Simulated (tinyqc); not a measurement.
Comparisons within one model: two electrons on one impurity (helium-like model). A value that a table varies takes the place of the one given here.

Units Ha* = 2 Ry m/eps^2 and a* = a0 eps/m. One electron is bound by Z^2/2. Two electrons in the singlet built from exp(-a r) and exp(-b r): S = 8 (ab)^(3/2)/(a + b)^3, h_aa = a^2/2 - Z a, h_bb alike, h_ab = S (ab/2 - Z (a + b)/2), J = ab (a^2 + 3ab + b^2)/(a + b)^3, K = 20 (ab)^3/(a + b)^5, E = (h_aa + h_bb + 2 S h_ab + J + K)/(1 + S^2). For a = b this is a^2 - 2 Z a + 5a/8. Real double donors are deeper, since the central cell is left out.

Constants: e^2/(4 pi eps0) = 14.39964547 eV angstrom.

Inputs chosen for the exercise (near those of impurities in GaAs; the results hold for these values, not for the real material):
- m = 0.068 m0 (one mean mass)
- eps = 12.7 (dielectric constant)
- Zs = (0.99, 1.03, 1.22, 1.4, 1.99, 2.71, 3.74) (charges)
- a_lat = 5.653 angstrom (lattice constant)
- Eg = 1.529 eV (gap)
- ED = 5.5 meV (donor binding)
- EA = 27.5 meV (acceptor binding)
- W0 = 0.12 x 1e7/s (rate at zero distance)
- kind = opposite (sublattices of donor and acceptor)
- shells = (1808, 2594, 3772, 6360, 15085, 16434, 19160) (shell numbers)

## Effective charge

Ha* = 11.4723 meV

Binding of the first electron, of the second (-E - Z^2/2) with equal and with unequal orbitals, and U, the first less the second (unequal).

Results (meV):
```
Z,first,"second, equal","second, unequal",a/b,U,U/(Z Ha*)
0.99,5.6,-0.36,0.12,3.79,5.5,0.485
1.03,6.1,-0.18,0.27,3.39,5.8,0.492
1.22,8.5,0.91,1.30,2.59,7.2,0.517
1.40,11.2,2.32,2.69,2.27,8.6,0.533
1.99,22.7,9.57,9.89,1.84,12.8,0.562
2.71,42.1,23.82,24.12,1.64,18.0,0.579
3.74,80.2,54.54,54.83,1.49,25.4,0.592
```

Equal orbitals bind a second electron only above Z = (5/16)/(1 - 1/sqrt2) = 1.067; unequal ones do so in 7 of the 7 rows. Their gain is 0.47 meV in the first row and 0.29 in the last, while the second binding grows to 55 meV, so the gain decides the matter only near Z = 1. U grows almost linearly with Z: U/(Z Ha*) goes from 0.485 to 0.592, towards 5/8, while the first binding grows as Z^2. Angular correlation is left out: at Z = 1 this function binds the second electron by 0.0133 Ha*, half the exact 0.0278.

## Pair lines (donor-acceptor pair recombination)

h nu = Eg - ED - EA + q/(eps R), q = e^2/(4 pi eps0); shell j lies at R = a_lat sqrt(j/2) for the same sublattice and a_lat sqrt(j/2 - 5/16) for opposite ones (on the same sublattice shells 14, 30, 46, 56, 62, ... are empty, where 2j has the form 4^a (8b + 7)); rate W = W0 exp(-2R/aD) with the donor radius aD = q/(2 eps ED). Polarisation and overlap terms, which matter for close pairs, are left out.

Energy, rate and lifetime for each shell.

Lines:
```
shell,R (angstrom),Coulomb (meV),h nu (eV),step to the next shell (meV),1/W (microsecond)
1808,169.94,6.7,1.5027,0.0018,22.5
2594,203.56,5.6,1.5016,0.0011,43.3
3772,245.48,4.6,1.5006,0.00061,97.6
6360,318.77,3.6,1.4996,0.00028,405
15085,490.94,2.3,1.4983,7.7e-05,1.14e+04
16434,512.42,2.2,1.4982,6.7e-05,1.73e+04
19160,553.29,2.0,1.4980,5.3e-05,3.83e+04
```

limit for distant pairs = 1.4960 eV
aD = 103.1 angstrom

The lines crowd together, on average as R^-3: the step falls from 0.0018 to 5.3e-05 meV, so distant pairs merge into a band. Close pairs emit higher and 1.7e+03 times faster over this table, so the band shifts to lower energy with delay and to higher energy with stronger pumping. All these lines lie below Eg, and R/aD runs from 1.6 up.

Computed by tinyqc, a small Python program: `OMP_NUM_THREADS=1 python tinyqc.py 1250594 1250595 out.jsonl` (the numbers bound the seed that draws the inputs); one thread of a shared host (Intel(R) Xeon(R) Processor @ 2.30GHz), about 0.02 s for the whole set of steps.
